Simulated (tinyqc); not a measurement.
Resonant-tunnelling diode, transfer matrices and Tsu-Esaki current: effect of the Fermi energy.

Emitter (band edge 0), barrier d1, well Lw, barrier d2, collector (edge -V). The bias drops linearly over these layers and none in the contacts; each layer is cut into ns equal slices, flat at the value of their centres. E is the energy of motion across the layers, C = hbar^2/(2 m0), psi and psi'/m are continuous. Transport is coherent, T(E) is taken as independent of the transverse momentum, and charge in the well is ignored.

For the pair (psi, psi'/m) a flat layer has M = [[cos kd, (m/k) sin kd], [-(k/m) sin kd, cos kd]] with k = sqrt(m (E - U)/C) above its edge U, and M = [[cosh Kd, (m/K) sinh Kd], [(K/m) sinh Kd, cosh Kd]] with K = sqrt(m (U - E)/C) below it. Later slices stand to the left. With M acting on (psi, psi'/m) and v = k/m in each lead, T(E) = 4 vL vR/[(vL vR M12 - M21)^2 + (vR M11 + vL M22)^2]. J = J0 times the integral over E > 0 of T(E) N(E), N = ln[(1 + exp((Ef - E)/Vt))/(1 + exp((Ef - V - E)/Vt))], J0 = q^2 mw m0 kB T/(2 pi^2 hbar^3) (times 1e-4 for A/cm^2 per eV). The integral is converged to the digits shown. Er is the first maximum of T(E) at this bias.

Parameters, values chosen for the exercise; masses and offsets of a made-up heterostructure:
- T = 300 K (temperature)
- mw = 0.036 m0 (mass in the well, spacer and contacts)
- U1 = 0.2 eV (barrier height)
- m1 = 0.091 m0 (barrier mass)
- d1 = 2.7 nm (emitter barrier)
- Lw = 10.1 nm (well width)
- d2 = 3.2 nm (collector barrier)
- ns = 3 (slices in each layer)
- V = 0.023 V (bias of the collector)

Constants: q = 1.602176634e-19 C, kB = 1.380649e-23 J/K, hbar = 1.054571817e-34 J s, m0 = 9.1093837015e-31 kg, Vt = kB T/q, hbar^2/(2 m0) = 0.0380998212 eV nm^2. Results are converted to the units shown.

Result of one run:
```
Ef (eV)  N at Er = 0.0243 eV  J (kA/cm^2)
0.029                 0.3876        21.67
```

What becomes of these results when the Fermi energy of both contacts above their band edges Ef is changed from 0.029 to 0.021 eV, all else the same?

Result of the changed run:
```
Ef (eV)  N at Er = 0.0243 eV  J (kA/cm^2)
0.021                 0.3227        17.78
```

The whole series:
```
Ef (eV)  N at Er = 0.0243 eV  J (kA/cm^2)
0.006                 0.2163        11.70
0.014                 0.2701        14.74
0.021                 0.3227        17.78
0.029                 0.3876        21.67
0.036                 0.4465        25.37
0.044                 0.5137        29.87
0.051                 0.5701        34.01
0.059                 0.6295        38.94
```

J rises from 11.7 to 38.9 kA/cm^2, a factor of 3.33, while N at the resonance grows by 2.91.

Numbers from tinyqc (`OMP_NUM_THREADS=1 python tinyqc.py 2600104 2600105 out.jsonl`; about 0.1 s on one thread of a shared Intel Xeon 2.30GHz).
